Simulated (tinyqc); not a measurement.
Inside a calculation. Model: Hall effect and magnetoresistance of several carrier groups with constant relaxation times. Computed by tinyqc, a small Python program that keeps every step. Command: `OMP_NUM_THREADS=1 python tinyqc.py 3023395 3023396 out.jsonl hall2 walk`. One thread of a shared host (Intel(R) Xeon(R) Processor @ 2.30GHz), about 0.01 s of CPU time with the checks. Intermediate numbers are printed to about 5 digits and carried at full precision; extremes and crossings named in words are read from the listed rows.

Group 1 has charge -e and group 2 charge -e; s_i is that sign. B lies along z; mu B is formed with mu in m^2/(V s).

Inputs (values chosen for the exercise, for a model conductor):
```
quantity            value        unit
density n1        1.1e+18      1/cm^3
mobility mu1         2300  cm^2/(V s)
density n2        1.5e+19      1/cm^3
mobility mu2          370  cm^2/(V s)
magnetic field B      0.2           T
```

Carriers: two electron groups. Densities: per volume.

Constants: e = 1.602176634e-19 C.

## Conductivity of each group

sigma_xx = sum n_i e mu_i/(1 + mu_i^2 B^2); sigma_xy = sum s_i n_i e mu_i^2 B/(1 + mu_i^2 B^2).

Parts (S/cm):
```
group      mu B  sigma_xx  sigma_xy
group 1   0.046    404.49   -18.607
group 2  0.0074    889.16   -6.5798
```

sigma_xx = 1293.7 S/cm

sigma_xy = -25.187 S/cm

sigma at B = 0 = 1294.6 S/cm

## Resistivity, Hall coefficient and magnetoresistance

rho_xx = sigma_xx/(sigma_xx^2 + sigma_xy^2); Hall coefficient R_H = sigma_xy/(B (sigma_xx^2 + sigma_xy^2)), with B in V s/cm^2 (1 T = 1e-4 V s/cm^2); magnetoresistance MR = rho_xx(B)/rho_xx(0) - 1. Apparent density 1/(e |R_H|); Hall mobility |R_H|/rho_xx.

rho_xx = 7.7271e-04 ohm cm

Hall coefficient R_H = -0.75221 cm^3/C

magnetoresistance MR = 0.032009 %

apparent density = 8.2976e+18 1/cm^3

Hall mobility = 973.46 cm^2/(V s)

A one-carrier reading would report electrons of density 8.30e18, against n1 = 1.1e18 and n2 = 1.5e19.

## Limits of weak and strong field

Weak field: R_H(0) = sum s_i n_i mu_i^2/(e (sum n_i mu_i)^2); MR = c B^2 with c = n1 n2 mu1 mu2 (s1 mu1 - s2 mu2)^2/(n1 mu1 + n2 mu2)^2. Strong field: R_H = 1/(e sum s_i n_i); rho_xx saturates at (n1/mu1 + n2/mu2)/(e (sum s_i n_i)^2).

R_H at weak field = -0.75263 cm^3/C

coefficient c = 0.0080113 1/T^2

R_H at strong field = -0.38767 cm^3/C

saturation MR = 27.862 %

R_H keeps its sign, and its size changes by a factor 0.515 from weak to strong field.

## Field dependence

rho_xx = sigma_xx/(sigma_xx^2 + sigma_xy^2); Hall coefficient R_H = sigma_xy/(B (sigma_xx^2 + sigma_xy^2)), with B in V s/cm^2 (1 T = 1e-4 V s/cm^2); magnetoresistance MR = rho_xx(B)/rho_xx(0) - 1.

Against the field:
```
B (T)       mu1 B  rho_xx (ohm cm)  R_H (cm^3/C)      MR (%)
0.22   5.0600e-02       7.7276e-04      -0.75212  3.8721e-02
0.65   1.4950e-01       7.7505e-04      -0.74825  3.3442e-01
1.7    3.9100e-01       7.8898e-04      -0.72463  2.1376e+00
4.3    9.8900e-01       8.4717e-04      -0.62595  9.6713e+00
11     2.5300e+00       9.3964e-04      -0.46915  2.1642e+01
26     5.9800e+00       9.7716e-04      -0.40553  2.6499e+01
65     1.4950e+01       9.8593e-04      -0.39065  2.7635e+01
170    3.9100e+01       9.8743e-04      -0.38811  2.7829e+01
520    1.1960e+02       9.8766e-04      -0.38772  2.7859e+01
```

MR starts as B^1.99 and ends as B^0.00; it saturates at 27.9 %. One group alone would show no magnetoresistance in this model. The rows with mu1 B well above 1 show the semiclassical limit; Landau quantisation is left out. Fields above 100 T are beyond ordinary laboratory magnets.

## Back from four measured limits to the two groups

With z_i = s_i mu_i and w_i = s_i n_i the moments M_k = w1 z1^k + w2 z2^k are M_(-1) = (1 + MR_sat) M_0^2/M_1, M_0 = 1/(e R_strong), M_1 = sigma(0)/e, M_2 = R_weak sigma(0)^2/e. The z_i are the roots of z^2 + p z + q with M_2 + p M_1 + q M_0 = 0 and M_1 + p M_0 + q M_(-1) = 0; then w follows from M_0 and M_1. Group 1 is the faster.

p and q: 2670.0  8.5100e+05

signed mobilities s_i mu_i (cm^2/(V s)): -2300.0  -370.00

densities (1/cm^3): 1.1000e+18  1.50e+19

Checks made by the program: weak-field formulas against the tensor at mu1 B = 1e-3 (relative difference 5e-07); recovered mobilities and densities against the inputs (relative difference below 1e-10).
